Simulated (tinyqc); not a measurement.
Zener tunnelling in a reverse-biased junction, two-band WKB: one step of the calculation.

Abrupt p-n junction, depletion approximation. Energies E are counted from the conduction-band edge of the neutral n side; its Fermi level lies at dn, that of the p side at dn - V, and the valence-band edge of the neutral p side at Em = dn + dp - V. Tunnelling needs 0 < E < Em. Two-band dispersion with equal masses m: inside the gap kappa = sqrt(m u (1 - u/Eg)/C), u the distance from a band edge, C = hbar^2/(2 m0).

Question. Fermi levels and built-in voltage. Nd = Nc F12(dn/Vt), Na = Nv F12(dp/Vt), F12(x) = (2/sqrt(pi)) int_0^infinity sqrt(u)/(1 + exp(u - x)) du; dn = EF - Ec on the n side, dp = Ev - EF on the p side (negative outside the bands); Vbi = Eg + dn + dp.

Inputs (values chosen for the exercise); band and dielectric values close to those of germanium:

| symbol | value | unit | meaning |
|---|---|---|---|
| T | 300 | K | temperature |
| Eg | 0.66 | eV | band gap |
| Nc | 1.05e19 | cm^-3 | conduction-band density of states at 300 K |
| Nv | 5.95e18 | cm^-3 | valence-band density of states at 300 K |
| Na | 3.4e18 | cm^-3 | acceptor density |
| Nd | 6.4e17 | cm^-3 | donor density |

Constants: q = 1.602176634e-19 C, kB = 1.380649e-23 J/K, Vt = kB T/q. Results are converted to the units shown.

Find: dn; dp; Vbi.

Answer.

dn = -0.07177 eV
dp = -0.009285 eV
Vbi = 0.5789 V

Boltzmann statistics would give dn = -0.0723 eV and dp = -0.0145 eV. The bands of the two sides begin to overlap at a reverse bias of 0.0811 V.

Range of the model: The two-band model describes a direct gap; phonon-assisted tunnelling across an indirect gap is left out. Parabolic densities of states, no band tails and no gap narrowing, all of which matter at such doping.

Computed by the program tinyqc: `OMP_NUM_THREADS=1 python tinyqc.py 2620078 2620079 out.jsonl`, one thread of a shared Intel Xeon 2.30GHz, about 0.01 s for the whole run.
